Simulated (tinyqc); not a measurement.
Worked calculation: Pariser-Parr-Pople SCF with singles CI, for the molecule C1=CC2=CC=CC2=C1 (SMILES; centres numbered as the heavy atoms are written). Computed by tinyqc, a small Python program that keeps every step. Settings: charge = 0, gamma = Ohno, start = core, damping = 0.5, iteration cap = 53, excitations kept = 4. Command: `OMP_NUM_THREADS=1 python tinyqc.py 25045 25046 out.jsonl` (the two numbers bound the seeds that draw the settings). One thread of a shared host (Intel(R) Xeon(R) Processor @ 2.60GHz), about 0.02 s of CPU time with the checks. Later iterations appear only in the table of the cycle.

## PPP integrals

Centres (angstrom, eV; a flat drawing with bonds scaled to 1.40 angstrom):
```
centre          x          y  core charge z          W   gamma_rr
1C       2.154000   0.000000              1  11.160000  11.130000
2C       1.331000   1.133000              1  11.160000  11.130000
3C       0.000000   0.700000              1  11.160000  11.130000
4C      -1.331000   1.133000              1  11.160000  11.130000
5C      -2.154000   0.000000              1  11.160000  11.130000
6C      -1.331000  -1.133000              1  11.160000  11.130000
7C       0.000000  -0.700000              1  11.160000  11.130000
8C       1.331000  -1.133000              1  11.160000  11.130000
```

Resonance integrals (eV):
```
i  j       beta
1  2  -2.390000
2  3  -2.390000
3  4  -2.390000
4  5  -2.390000
5  6  -2.390000
6  7  -2.390000
7  8  -2.390000
8  1  -2.390000
7  3  -2.390000
```

Ohno: gamma = 14.399645/sqrt(R^2 + a^2), a = 2 x 14.399645/(gamma_rr + gamma_ss); H_rr = -W_r - sum_(s != r) z_s gamma_rs; H_rs = beta for bonds.

repulsion gamma_rs (eV), lower triangle:
```
           1C         2C         3C         4C         5C         6C         7C         8C
1C  11.130000
2C   7.552804  11.130000
3C   5.520570   7.554850  11.130000
4C   3.705303   4.865167   7.554850  11.130000
5C   3.201289   3.705303   5.520570   7.552804  11.130000
6C   3.705303   3.863003   5.519866   5.518526   7.552804  11.130000
7C   5.520570   5.519866   7.553862   5.519866   5.520570   7.554850  11.130000
8C   7.552804   5.518526   5.519866   3.863003   3.705303   4.865167   7.554850  11.130000
```

core matrix H (eV), lower triangle:
```
            1C          2C          3C          4C          5C          6C          7C          8C
1C  -47.918643
2C   -2.390000  -49.739519
3C    0.000000   -2.390000  -55.904433
4C    0.000000    0.000000   -2.390000  -49.739519
5C    0.000000    0.000000    0.000000   -2.390000  -47.918643
6C    0.000000    0.000000    0.000000    0.000000   -2.390000  -49.739519
7C    0.000000    0.000000   -2.390000    0.000000    0.000000   -2.390000  -55.904433
8C   -2.390000    0.000000    0.000000    0.000000    0.000000    0.000000   -2.390000  -49.739519
```

## Starting guess

pi electrons, sum of z_r less the charge = 8

Orbitals of the core matrix H.

P at the start, lower triangle:
```
           1C         2C         3C         4C         5C        6C        7C        8C
1C   0.814854
2C   0.681973   0.734163
3C  -0.122327   0.383740   1.716820
4C  -0.000798   0.104117   0.383740   0.734163
5C   0.074946  -0.000798  -0.122327   0.681973   0.814854
6C  -0.000798  -0.152106  -0.233629   0.477941   0.681973  0.734163
7C  -0.122327  -0.233629   0.229265  -0.233629  -0.122327  0.383740  1.716820
8C   0.681973   0.477941  -0.233629  -0.152106  -0.000798  0.104117  0.383740  0.734163
```

## Iteration 1: Fock matrix

F_rr = H_rr + P_rr gamma_rr / 2 + sum_(s != r) P_ss gamma_rs; F_rs = H_rs - P_rs gamma_rs / 2; E = tr P (H + F) / 2 + core repulsion sum_(r<s) z_r z_s gamma_rs.

F (eV), lower triangle:
```
           1C         2C         3C         4C         5C         6C         7C         8C
1C  -5.289177
2C  -4.965405  -3.573856
3C   0.337659  -3.839549  -5.186847
4C   0.001478  -0.253272  -3.839549  -3.573856
5C  -0.119962   0.001478   0.337659  -4.965405  -5.289177
6C   0.001478   0.293792   0.644801  -1.318764  -4.965405  -3.573856
7C   0.337659   0.644801  -3.255918   0.644801   0.337659  -3.839549  -5.186847
8C  -4.965405  -1.318764   0.644801   0.293792   0.001478  -0.253272  -3.839549  -3.573856
```

pi energy = -100.959402 eV

## Iteration 1: orbitals and new P

Diagonalise F (the basis is taken as orthonormal) and form P = 2 sum c c over the lowest orbitals; 0.5 of the old P is kept.

orbital energies (eV): -13.741028  -12.076401  -8.723315  -8.105124  -1.708028  1.974047  3.142148  3.990229

P after iteration 1, lower triangle:
```
           1C         2C         3C         4C         5C        6C        7C        8C
1C   0.971518
2C   0.674840   0.743722
3C  -0.158893   0.448992   1.541039
4C  -0.020049   0.182899   0.448992   0.743722
5C   0.093163  -0.020049  -0.158893   0.674840   0.971518
6C  -0.020049  -0.212344  -0.212415   0.348479   0.674840  0.743722
7C  -0.158893  -0.212415   0.331525  -0.212415  -0.158893  0.448992  1.541039
8C   0.674840   0.348479  -0.212415  -0.212344  -0.020049  0.182899  0.448992  0.743722
```

## Iteration 2: Fock matrix

As before.

F (eV), lower triangle:
```
           1C         2C         3C         4C         5C         6C         7C         8C
1C  -5.641415
2C  -4.938469  -3.919035
3C   0.438591  -4.086035  -5.513194
4C   0.037143  -0.444918  -4.086035  -3.919035
5C  -0.149120   0.037143   0.438591  -4.938469  -5.641415
6C   0.037143   0.410142   0.586250  -0.961545  -4.938469  -3.919035
7C   0.438591   0.586250  -3.642146   0.586250   0.438591  -4.086035  -5.513194
8C  -4.938469  -0.961545   0.586250   0.410142   0.037143  -0.444918  -4.086035  -3.919035
```

pi energy = -103.047024 eV

## Iteration 2: orbitals and new P

As before.

orbital energies (eV): -14.215444  -12.213048  -9.520336  -8.744034  -2.102431  1.874948  3.098247  3.836737

P after iteration 2, lower triangle:
```
           1C         2C         3C         4C         5C        6C        7C        8C
1C   1.067508
2C   0.667958   0.752425
3C  -0.180251   0.485743   1.427641
4C  -0.032667   0.233486   0.485743   0.752425
5C   0.105386  -0.032667  -0.180251   0.667958   1.067508
6C  -0.032667  -0.250474  -0.194759   0.268465   0.667958  0.752425
7C  -0.180251  -0.194759   0.395561  -0.194759  -0.180251  0.485743  1.427641
8C   0.667958   0.268465  -0.194759  -0.250474  -0.032667  0.233486  0.485743  0.752425
```

## Convergence

Stop when output and input P, before any damping, agree to 1e-7.

Course of the cycle:
```
iteration         E (eV)  largest |P(out) - P(in)|
1          -100.95940164                  3.52e-01
2          -103.04702377                  2.27e-01
3          -104.35816108                  1.44e-01
4          -105.11406059                  9.06e-02
5          -105.52964510                  5.69e-02
6          -105.75168339                  3.58e-02
7          -105.86817055                  2.25e-02
8          -105.92854838                  1.42e-02
9          -105.95958654                  9.01e-03
10         -105.97545113                  5.73e-03
11         -105.98352765                  3.67e-03
...                  ...                       ...
35         -105.99183268                  1.47e-06
36         -105.99183268                  1.10e-06
37         -105.99183268                  8.19e-07
38         -105.99183268                  6.11e-07
39         -105.99183268                  4.56e-07
40         -105.99183268                  3.40e-07
41         -105.99183268                  2.54e-07
42         -105.99183268                  1.90e-07
43         -105.99183268                  1.42e-07
44         -105.99183268                  1.06e-07
45         -105.99183268                  7.89e-08
```

Converged in 45 iterations.

## Converged orbitals

Charges are z - P_rr.

orbital energies (eV): -15.099950  -12.403154  -10.702548  -9.616231  -2.791175  1.640735  2.899049  3.422729

coefficients:
```
         MO1        MO2        MO3        MO4        MO5        MO6        MO7        MO8
1C  0.287780   0.520392   0.000000   0.501224   0.000000   0.478740   0.407378   0.000000
2C  0.320114   0.338520   0.398994   0.114251   0.500000  -0.367973  -0.366706  -0.301337
3C  0.460691   0.000000   0.426155  -0.471877   0.000000   0.000000   0.255140   0.564262
4C  0.320114  -0.338520   0.398994   0.114251  -0.500000   0.367973  -0.366706  -0.301337
5C  0.287780  -0.520392   0.000000   0.501224   0.000000  -0.478740   0.407378   0.000000
6C  0.320114  -0.338520  -0.398994   0.114251   0.500000   0.367973  -0.366706   0.301337
7C  0.460691   0.000000  -0.426155  -0.471877   0.000000   0.000000   0.255140  -0.564262
8C  0.320114   0.338520  -0.398994   0.114251  -0.500000  -0.367973  -0.366706   0.301337
```

pi charges: 1C -0.209703, 2C 0.221363, 3C -0.233024, 4C 0.221363, 5C -0.209703, 6C 0.221363, 7C -0.233024, 8C 0.221363

## Singles CI, singlets

Over the 4 single excitations with the smallest orbital gaps: A = (e_a - e_i) delta + 2 (ia|jb) - (ij|ab), with (pq|rs) = sum c_mp c_mq gamma_mn c_nr c_ns. f = 2/3 w |mu|^2 in atomic units, mu = sqrt2 sum c_ia sum_m c_mi c_ma R_m.

singlet CI matrix (eV), lower triangle:
```
          4>5       3>5       2>5       4>6
4>5  0.874498
3>5  0.000000  4.018809
2>5  0.000000  0.000000  5.170918
4>6  0.000000  0.862735  0.000000  6.373926
```

singlet excitation energies (eV): 0.874498  3.736588  5.170918  6.656147

oscillator strengths: 0.000000  0.375341  0.532406  1.409240

## Singles CI, triplets

Over the 4 single excitations with the smallest orbital gaps: A = (e_a - e_i) delta - (ij|ab), with (pq|rs) = sum c_mp c_mq gamma_mn c_nr c_ns.

triplet CI matrix (eV), lower triangle:
```
          4>5        3>5       2>5       4>6
4>5  0.754164
3>5  0.000000   1.497032
2>5  0.000000   0.000000  3.655127
4>6  0.000000  -0.079287  0.000000  5.056850
```

triplet excitation energies (eV): 0.754164  1.495267  3.655127  5.058615
